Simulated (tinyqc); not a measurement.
A double barrier with mass mismatch, transfer matrices: one step of the calculation.

One electron of energy E comes from the left lead (band edge 0); no transverse momentum. Parabolic bands, masses in units of m0, C = hbar^2/(2 m0); psi and psi'/m are continuous at every interface. Barrier d1, well Lw, barrier d2; the right lead equals the left one.

Task. Matrices of the layers. For the pair (psi, psi'/m) a flat layer has M = [[cos kd, (m/k) sin kd], [-(k/m) sin kd, cos kd]] with k = sqrt(m (E - U)/C) above its edge U, and M = [[cosh Kd, (m/K) sinh Kd], [(K/m) sinh Kd, cosh Kd]] with K = sqrt(m (U - E)/C) below it. M12 is in nm, M21 in 1/nm.

Inputs (values chosen for the exercise); masses and offsets close to those of GaN wells and AlGaN barriers:
```
symbol  value  unit                       meaning
mL        0.2    m0         mass in the left lead
U1       0.59    eV                barrier height
m1       0.27    m0                  barrier mass
d1        1.1    nm    width of the first barrier
Lw        1.5    nm  well width (edge 0, mass mL)
d2        1.2    nm   width of the second barrier
E       0.832    eV               electron energy
```

Constants: q = 1.602176634e-19 C, hbar = 1.054571817e-34 J s, m0 = 9.1093837015e-31 kg, hbar^2/(2 m0) = 0.0380998212 eV nm^2. Results are converted to the units shown.

Wanted: M of layer 1; M of layer 2; M of layer 3.

Result.

M of layer 1:
```
	1	2
1	0.1299	0.2044
2	-4.809	0.1299
```

M of layer 2:
```
	1	2
1	-1.000	6.524e-4
2	-0.07123	-1.000
```

M of layer 3:
```
	1	2
1	-6.854e-4	0.2062
2	-4.850	-6.854e-4
```

Range of the model: Masses are held fixed, although real bands cease to be parabolic a few tenths of an eV from their edges (inside a barrier too).

tinyqc, about 0.07 s, one thread, Intel Xeon 2.30GHz (shared host): `OMP_NUM_THREADS=1 python tinyqc.py 2560011 2560012 out.jsonl`
